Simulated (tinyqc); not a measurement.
A run and its error bars: classical Heisenberg spin chain: exact results, Metropolis, heat-bath and over-relaxation steps, and a Monte Carlo run. Computed by tinyqc, a small Python program. Command: `OMP_NUM_THREADS=1 python tinyqc.py 3130187 3130188 out.jsonl heismc walk`. One thread of a shared host (Intel(R) Xeon(R) Processor @ 2.30GHz), about 0.2 s of CPU time with the checks.

E = -J sum_i s_i . s_(i+1) for unit vectors s_i on an open chain; K = J/(k_B T).

Inputs (values chosen for the exercise, for a model chain of large moments):
```
quantity                     value  unit
coupling J                      19   meV
temperature T                 98.1     K
moment mu                      3.4  mu_B
length N of the open chain      16     -
seed                        159535     -
```

Update: heat bath with over-relaxation.

Constants: k_B = 8.617333262e-05 eV/K; mu_B = 5.7883818060e-05 eV/T.

Method:
- Each bond angle is independent, so u = <s_i . s_(i+1)> = coth K - 1/K, <s_i . s_(i+n)> = u^n, correlation length xi = -1/ln|u|, energy per bond -J u, heat capacity per bond c/k_B = 1 - K^2/sinh^2 K, and for the long chain chi = mu^2 (1 + u)/(3 k_B T (1 - u)) per spin.
- For N spins, <|sum s|^2>/N = (1 + u)/(1 - u) - 2 u (1 - u^N)/(N (1 - u)^2); the long chain has (1 + u)/(1 - u), chi over the Curie value, and the difference is relative to it.
- From the ordered state (alternating for J < 0), with each spin drawn from exp(h . s), h = K x sum of neighbours, 200 sweeps are discarded and 1600 recorded (even and odd sites in turn, each heat-bath sweep followed by two sweeps of reflections; random numbers not printed, so these rows are one sample). Errors are the scatter of block means over sqrt(number of blocks).

K = 2.24756

u = 0.577652

<|sum s|^2>/N = 3.33070

Blocking:
```
block length  mean bond product      error  <|sum s|^2>/N     error
1                       0.58453  0.0024207         3.3515  0.053734
4                       0.58453  0.0026172         3.3515  0.057021
16                      0.58453  0.0026908         3.3515  0.065705
40                      0.58453  0.0026042         3.3515  0.067588
80                      0.58453  0.0027905         3.3515  0.065880
```

What follows from these numbers?

With blocks of 40 the bond product is 2.6 error bars from the exact u = 0.5777, and <|sum s|^2>/N is 0.3 from the exact 3.331. Blocking to 40 changes the two errors by factors 1.1 and 1.3.
